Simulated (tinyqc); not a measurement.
A spin-degenerate level with charging energy between two leads, rate equations: two steps of the calculation.

States 0, up, down and 2 with energies 0, e1 - Ez/2, e1 + Ez/2 and 2 e1 + U. mu_L = +V/2, mu_R = -V/2 (meV), f(x) = 1/(1 + exp(x/kB T)). A transition that adds one electron of given spin at the energy E has the rate G f(E - mu) from each lead, and its reverse G [1 - f(E - mu)]. I counts electrons leaving the left lead, times q.

Values chosen for this exercise: tunnel rate to the left lead GL = 0.17 1/ns; tunnel rate to the right lead GR = 2 1/ns; time step dt = 0.16 ns.

Problem 1. Rate matrix. dp/dt = W p; W_ji is the rate from state i to j, and each column sums to zero.

```
transition           fL  fR (1e-5)
0-up        0.075294148  2.1583977
0-down      0.075294148  2.1583977
up-2        0.000000002  0.0000000
down-2      0.000000002  0.0000000
```

Find: W.

Solution 1.

W (1/ns):
```
           0      up    down       2
0     -0.026   2.157   2.157   0.000
up     0.013  -2.157   0.000   2.170
down   0.013   0.000  -2.157   2.170
2      0.000   0.000   0.000  -4.340
```

Problem 2. Time step. Explicit Euler step: p(new) = p + dt W p.

W (1/ns):
```
               0          up        down           2
0     -0.0256863   2.1571568   2.1571568   0.0000000
up     0.0128432  -2.1571568   0.0000000   2.1700000
down   0.0128432   0.0000000  -2.1571568   2.1700000
2      0.0000000   0.0000000   0.0000000  -4.3400000
```

p after step 1: 0 0.99589018, up 0.00205491, down 0.00205491, 2 0.00000000

Find: p after step 2.

Solution 2.

p after step 2: 0 0.9932, up 0.0034, down 0.0034, 2 0.0000

Range of the model: Rate equations need hbar G well below kB T; cotunnelling and the Kondo effect are left out.

Program tinyqc, `OMP_NUM_THREADS=1 python tinyqc.py 2780036 2780037 out.jsonl`; Intel Xeon 2.30GHz, shared host, one thread, about 0.01 s.
